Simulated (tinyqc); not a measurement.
Free and nearly free electrons in a metal: sweeps and comparisons. A value that a table varies takes the place of the one given here.

The cubic cell holds 2 atoms: n = 2 z/a^3, kF = (3 pi^2 n)^(1/3), EF = c kF^2/m, vF = 2 c kF/(m hbar), c = hbar^2/2m0; rs = (3/(4 pi n))^(1/3)/a0; D(EF) = 3 n/(2 EF).

Two plane waves k and k - G, G = (110) (2 pi/a): H = [[c k^2/m, V], [V, c (k - G)^2/m]] with c = hbar^2/2m0.

Square wire of width w with grain size w: rho/rho0 = 1/(1 - 3 al/2 + 3 al^2 - 3 al^3 ln(1 + 1/al)) + (3/4) (1 - p) l/w, with al = (l/w) Rg/(1 - Rg) (Mayadas-Shatzkes plus the thick-wire form of Fuchs-Sondheimer); l = hbar kF/(n e^2 rho), e = 1.602176634e-19 C.

Constants: hbar^2/2m0 = 3.80998211 eV angstrom^2; hbar = 6.58211957e-16 eV s; a0 (Bohr radius) = 0.5291772105 angstrom.

Values chosen for the exercise (near those of Li; not measured data):
- a = 3.469 angstrom (bcc lattice constant)
- z = 1 (free electrons an atom)
- m = 1 m0 (mass)
- rho = 9.87 micro-ohm cm (bulk resistivity)
- p = 0.5 (specularity of the surfaces)
- Rg = 0.21 (reflection at grain boundaries)
- w = 20 nm (wire width)

## When the Fermi surface touches the face

On the face the lower band is E = c (G^2/4 + q^2)/m - V, q along the face. EF is held at its free value. A neck opens where EF > c G^2/(4m) - V, with radius q; the second band fills where EF > c G^2/(4m) + V.

Necks:

| V (eV) | lower band at the face centre (eV) | neck radius (1/angstrom) | radius/kF |
|---|---|---|---|
| 0.2 | 6.049 | - | - |
| 0.5 | 5.749 | - | - |
| 0.8 | 5.449 | - | - |
| 1.1 | 5.149 | - | - |
| 1.4 | 4.849 | - | - |
| 1.8 | 4.449 | 0.3076 | 0.274 |
| 2.2 | 4.049 | 0.4468 | 0.398 |
| 2.6 | 3.649 | 0.5519 | 0.491 |

EF = 4.810 eV
c G^2/(4m) = 6.249 eV

Contact needs V > 1.439 eV. It is first met at V = 1.8 eV of those listed, and the radius then grows as the square root of the excess, to 0.491 kF at 2.6 eV. EF is held at its free value here; a count of states lowers it as V grows, strongly for V of an eV or more, so the threshold is a lower bound, the radii are upper bounds, and some necks may vanish.

## Resistivity of narrow wires

Wires:

| w (nm) | al | grain term (factor - 1) | surface term | rho (micro-ohm cm) |
|---|---|---|---|---|
| 200 | 0.013 | 0.019 | 0.018 | 10.24 |
| 100 | 0.026 | 0.039 | 0.037 | 10.61 |
| 50 | 0.052 | 0.076 | 0.073 | 11.35 |
| 30 | 0.086 | 0.126 | 0.122 | 12.32 |
| 20 | 0.130 | 0.188 | 0.183 | 13.53 |
| 14 | 0.185 | 0.266 | 0.261 | 15.08 |
| 10 | 0.259 | 0.370 | 0.366 | 17.13 |
| 7 | 0.371 | 0.524 | 0.523 | 20.20 |

l = 9.76 nm

At 7 nm the resistivity is 2.05 times the bulk value; grain boundaries add more (0.52 from grains, 0.52 from surfaces). It passes twice the bulk value between 10 and 7 nm. The surface formula is meant for w above l = 10 nm, so the rows below that are rough.

## What sets the wire resistivity

All results formed anew. Each row changes one parameter from the base and keeps the others.

Results:

| case | EF (eV) | l (nm) | wire rho (micro-ohm cm) |
|---|---|---|---|
| base | 4.810 | 9.76 | 13.533 |
| a = 3.573 angstrom | 4.534 | 10.36 | 13.753 |
| m = 1.2 m0 | 4.008 | 9.76 | 13.533 |
| rho = 11.844 micro-ohm cm | 4.810 | 8.13 | 15.514 |
| p = 0.8 | 4.810 | 9.76 | 12.449 |
| Rg = 0.147 | 4.810 | 9.76 | 12.890 |
| w = 14 nm | 4.810 | 9.76 | 15.081 |

The largest shifts from the base row, up to three for each result and ties (the steps differ in size, so this ranks the rows, not the parameters). EF (eV): m -0.802, a -0.276; unchanged at the printed digits by rho, p, Rg and w. l (nm): rho -1.63, a +0.59; unchanged at the printed digits by m, p, Rg and w. wire rho (micro-ohm cm): rho +1.981, w +1.548, p -1.084; unchanged at the printed digits by m. The mass drops out of l at given rho, because vF falls and tau rises by the same factor.

(tinyqc, `OMP_NUM_THREADS=1 python tinyqc.py 1680247 1680248 out.jsonl`, Intel(R) Xeon(R) Processor @ 2.30GHz, 1 thread, shared host, about 0.01 s.)
